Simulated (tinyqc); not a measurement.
Composition of the layer: band edges of strained Si(1-x)Ge(x) on relaxed Si(1-y)Ge(y).

Values are linear in the Ge fraction but for ED(x) = linear - CD x (1 - x) and a(x) = linear - Ca x (1 - x). Energies are on the common scale of Ev.

Coherent growth on a (111) face: e_par = (a(y) - a(x))/a(x), e_perp = -(2 C11 + 4 C12 - 4 C44)/(C11 + 2 C12 + 4 C44) e_par; exx = eyy = ezz = (2 e_par + e_perp)/3 and exy = eyz = ezx = (e_perp - e_par)/3.

A valley with unit axis u lies at Ev + gap + (av + a_valley) tr(e) + Xu (u.e.u - tr(e)/3); the Delta axes are x, y, z and the L axes [111], [1-1-1], [-11-1], [-1-11]. The second-order shift of the Delta valleys under shear is left out; it lowers the pair normal to the sheared plane by tens of meV at a shear of 1 %.

Valence edges: Ev plus the levels of the 6 x 6 matrix of X, Y, Z times spin with -Dso/3 + l exx + m (eyy + ezz) on the diagonal (cyclic), n exy off it, l = av + 2 b, m = av - b, n = sqrt(3) d. Spin-orbit term (Dso/3) L.sigma on X, Y, Z with (L_k)_ij = -i epsilon_kij: <X+|H|Y+> = -i Dso/3, <X+|H|Z-> = Dso/3, <Y+|H|Z-> = -i Dso/3, <Z+|H|X-> = -Dso/3, <Z+|H|Y-> = i Dso/3, <X-|H|Y-> = i Dso/3, and their conjugates; + and - are the spin along z.

Parameters, chosen for this exercise (end members near Si and Ge, in this order; not measured data): a = (5.429, 5.664) angstrom (lattice constant); Dso = (0.044, 0.291) eV (spin-orbit splitting); av = (2.45, 1.25) eV (valence hydrostatic potential); b = (-2.13, -2.58) eV (tetragonal shear potential); d = (-4.83, -5.33) eV (trigonal shear potential); C11 = (163.7, 129.5) GPa; C12 = (64.7, 47.9) GPa; C44 = (79.1, 67.1) GPa; Ev = (0, 0.61) eV (top of the unstrained valence band); ED = (1.178, 0.927) eV (gap to the Delta valleys); EL = (2.038, 0.747) eV (gap to the L valleys); aD = (1.79, 1.22) eV (hydrostatic potential of the Delta gap); aL = (-2.86, -2.73) eV (hydrostatic potential of the L gap); XuD = (8.81, 9.07) eV (uniaxial potential, Delta); XuL = (15.83, 14.84) eV (uniaxial potential, L); CD = 0.206 eV (bowing of the Delta gap); Ca = 0.024 angstrom (bowing of the lattice constant); face = 111 (growth face); y = 0 (Ge fraction of the relaxed buffer).

The buffer is kept. dEc = Ec(buffer) - Ec(layer), dEv = Ev(layer) - Ev(buffer); buffer edges Ev(y) and Ev(y) + min(ED, EL). The digit behind Delta or L counts whole valleys.

Results:

| x | e_par (%) | lowest valleys | gap (eV) | next valleys above (meV) | valence splitting (meV) | dEc (eV) | dEv (eV) |
|---|---|---|---|---|---|---|---|
| 0.08 | -0.31 | Delta6 | 1.122 | 799 | 20 | 0.006 | 0.050 |
| 0.16 | -0.63 | Delta6 | 1.068 | 735 | 34 | 0.009 | 0.101 |
| 0.24 | -0.95 | Delta6 | 1.017 | 668 | 46 | 0.008 | 0.153 |
| 0.31 | -1.23 | Delta6 | 0.974 | 607 | 56 | 0.004 | 0.199 |
| 0.39 | -1.56 | Delta6 | 0.928 | 536 | 68 | -0.003 | 0.253 |
| 0.47 | -1.89 | Delta6 | 0.885 | 461 | 79 | -0.015 | 0.308 |
| 0.55 | -2.22 | Delta6 | 0.845 | 384 | 91 | -0.031 | 0.364 |

What does the comparison show, and why?

The gap is 1.122 eV in the first row and 0.845 eV in the last. The lowest valleys are Delta6 throughout. Per 0.1 of x the valence offset moves by +67 meV on average; the conduction offset lies between -31 and +9 meV, not monotonically. Both carriers sit on one side for x = 0.08, 0.16, 0.24 and 0.31, and on opposite sides elsewhere. Offsets below about 30 meV are within the spread of parameter sets, so those rows do not settle the type. Strains above 2 % can be kept only in layers of a few nanometres.

Computed by tinyqc, a small Python program: `OMP_NUM_THREADS=1 python tinyqc.py 1050390 1050391 out.jsonl` (the numbers bound the seed that draws the inputs); one thread of a shared host (Intel(R) Xeon(R) Processor @ 2.30GHz), about 0.02 s for the whole set of steps.
